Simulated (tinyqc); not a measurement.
From results back to parameters: interband optics of a two-band s-p chain from momentum matrix elements. Five cases, with inputs chosen for the exercise.

Problem. At k = 0 the chain has the gap D0 = Es - Ep_ - 2 (ts + tp), w0 = 4 a^2 V^2, and masses 2c/mc = 2 ts a^2 + 2 w0/D0, 2c/mv = 2 tp a^2 + 2 w0/D0 (c = hbar^2/2m0, mv positive for holes). The oscillator strength there is f0 = w0/(c D0). V, ts and tp are hidden.

Constants: hbar^2/2m0 = 3.80998211 eV angstrom^2.

Case 1.

Values chosen: a = 2.22 angstrom (period).
D0 = 3.2100 eV
f0 = 0.61961

mc, mv (m0): 0.709885  0.736954

Case 2.

Values chosen: a = 2.98 angstrom (period).
D0 = 3.6000 eV
f0 = 3.42502

mc, mv (m0): 0.220079  0.241105

Case 3.

Values chosen: a = 3.44 angstrom (period).
D0 = 5.5200 eV
f0 = 1.13457

mc, mv (m0): 0.314022  0.559654

Case 4.

Values chosen: a = 2.34 angstrom (period).
D0 = 3.8800 eV
f0 = 2.27814

mc, mv (m0): 0.363318  0.327417

Case 5.

Values chosen: a = 3.29 angstrom (period).
D0 = 3.6500 eV
f0 = 8.99775

mc, mv (m0): 0.103008  0.094440

Find: V; ts; tp.

Solution. w0 = f0 c D0 gives V; 1/mc - f0 = ts a^2/c and 1/mv - f0 = tp a^2/c.

Case 1.

V = 0.62 eV
ts = 0.61 eV
tp = 0.57 eV

Case 2.

V = 1.15 eV
ts = 0.48 eV
tp = 0.31 eV

Case 3.

V = 0.71 eV
ts = 0.66 eV
tp = 0.21 eV

Case 4.

V = 1.24 eV
ts = 0.33 eV
tp = 0.54 eV

Case 5.

V = 1.70 eV
ts = 0.25 eV
tp = 0.56 eV

Computed by tinyqc, one run a case: `OMP_NUM_THREADS=1 python tinyqc.py N N+1 out.jsonl` with N = 1650715, 1650937, 1650973, 1651014, 1651097; one thread of a shared Intel(R) Xeon(R) Processor @ 2.30GHz, about 0.01 s a run at most.
